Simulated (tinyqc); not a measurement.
# True capacitance, leakage and series resistance from two frequencies

Question. A capacitance C in parallel with G and in series with Rs is measured as Cp and D = Gp/(w Cp) at two frequencies. The series reading Cs = Cp (1 + D^2) equals C + G^2/(w^2 C), and Re Z = D/(w Cp (1 + D^2)) = Rs + G/(G^2 + w^2 C^2). Find C, G and Rs.

f (Hz): 2e5  1e6
Cp (pF): 9.86367571  9.86365966
D: 0.471183585  0.0954864455

Answer. w^2 Cs = w^2 C + G^2/C is a straight line in w^2 with slope C; the intercept gives G, and the real part then gives Rs.

C = 9.87 pF
G = 5.84 uS
Rs = 21.0 ohm

Program tinyqc, `OMP_NUM_THREADS=1 python tinyqc.py 2022029 2022030 out.jsonl`; Intel Xeon 2.30GHz, shared host, one thread, about 0.01 s.
